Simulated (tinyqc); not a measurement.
Van der Pauw, Hall and four-point-probe measurements on a doped layer: one step of the calculation.

A uniform p-type layer with sheet resistance Rs = 1/(q ns mu), point contacts, low field (mu B small).

Task. New z. The van der Pauw equation exp(-pi RA z) + exp(-pi RB z) = 1 is solved for z = 1/Rs: e1 = exp(-pi RA z), e2 = exp(-pi RB z), f = e1 + e2 - 1, f' = -pi (RA e1 + RB e2), z(new) = z - f/f'.

z at the start = 0.027874171 mS
RA = 2829.0243 ohm
RB = 13001.803 ohm

Find: e1; e2; f; f'; z after iteration 1.

Result.

e1 = 0.78057
e2 = 0.32028
f = 0.10085
f' = -20.020 kohm
z after iteration 1 = 0.032912 mS

tinyqc, about 0.01 s, one thread, Intel Xeon 2.30GHz (shared host): `OMP_NUM_THREADS=1 python tinyqc.py 2850111 2850112 out.jsonl`
